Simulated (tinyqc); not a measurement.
Approximations to the ground state: Holstein polaron on two sites. Computed by tinyqc, a small Python program. Command: `OMP_NUM_THREADS=1 python tinyqc.py 3012437 3012438 out.jsonl holstein walk`. One thread of a shared host (Intel(R) Xeon(R) Processor @ 2.30GHz), about 0.01 s of CPU time with the checks.

One electron on sites 1 and 2: H = -t (c1+ c2 + c2+ c1) + hbar omega sum_i b_i+ b_i - g hbar omega sum_i n_i (b_i + b_i+). The symmetric phonon shifts the energy by -g^2 hbar omega/2 and drops out; with b = (b_1 - b_2)/sqrt(2) there remains H = -t sigma_x + hbar omega b+ b - (g hbar omega/sqrt(2)) sigma_z (b + b+). Parity splits it into blocks p = +1 and -1 over phonon numbers n. Zero-point energies are left out. Weights Z refer to mode b alone; the displaced symmetric mode multiplies the full zero-phonon weight by exp(-g^2/2).

Inputs (values chosen for the exercise, for a model dimer): hopping t = 9.6 meV; phonon energy hbar omega = 27.7 meV; coupling g = 0.478.

Method:
- Polaron binding energy E_p = g^2 hbar omega; ratio E_p/t (the adiabatic potential has two wells when it exceeds 1); adiabaticity hbar omega/t.
- Block p: H_nn = n hbar omega - p t (-1)^n - g^2 hbar omega/2, H_(n,n+1) = -(g hbar omega/sqrt(2)) sqrt(n + 1).
- Use 60 levels in both blocks; Z = c_0^2 is the weight of n = 0 in the ground state c; the splitting is the lowest odd level less the lowest even one, which without coupling is the smaller of 2t and hbar omega; <sigma_x> = sum (-1)^n c_n^2 measures the kinetic energy.
- Second order: E = -t - E_p/2 - (E_p/2) hbar omega/(hbar omega + 2t). Lang-Firsov: E = -E_p - t exp(-g^2). Variable displacement: E(x) = -E_p/2 - t exp(-g^2 x^2) - (E_p/2)(2x - x^2), minimised over 0 <= x <= 1. Adiabatic, classical lattice: E = -E_p/2 - t for E_p < t, else -E_p - t^2/(2 E_p); it leaves out the change of zero-point energy.

E_p = 6.32901 meV

E_p/t = 0.659272

ground-state energy = -14.6861 meV

hbar omega/t = 2.88542

splitting/(2t) = 0.735167

Ground-state energy (meV):

| method | E | E - exact |
|---|---|---|
| second order in g | -14.634 | 0.0525 |
| Lang-Firsov | -13.968 | 0.7180 |
| variable displacement | -14.665 | 0.0208 |
| adiabatic, classical | -12.765 | 1.9216 |

best displacement x = 0.61108

What follows from these numbers?

Closest here is variable displacement (+0.02 meV), furthest adiabatic, classical (+1.92 meV), at hbar omega/t = 2.89 and E_p/t = 0.66. Lang-Firsov and variable displacement are variational and lie above the exact value. The Lang-Firsov narrowing exp(-g^2) = 0.796 compares with the exact splitting ratio 0.735.

Extremes, crossings and ranges named in words are read from the listed rows.
